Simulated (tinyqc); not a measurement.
Contact resistivity and sheet resistance from two contact lengths.

Problem. Rc = [sqrt(rc Rsh)/Wc] coth(Lc/(2 LT)), LT = sqrt(rc/Rsh), Wc = 30 nm; the second contact is twice as long as the first. Find LT, rc and Rsh.

Rc for Lc = 12 and 24 nm (ohm): 735.175662  386.744250

Solution. With t = tanh(Lc/(2 LT)) for the shorter contact, the resistance of the longer over that of the shorter is (1 + t^2)/2. Then sqrt(rc Rsh) = Rc t Wc, and rc and Rsh follow by multiplying and dividing by LT.

LT = 25.8 nm
rc = 1.30e-9 ohm cm^2
Rsh = 195 ohm

Program tinyqc, `OMP_NUM_THREADS=1 python tinyqc.py 2170041 2170042 out.jsonl`; Intel Xeon 2.30GHz, shared host, one thread, about 0.08 s.
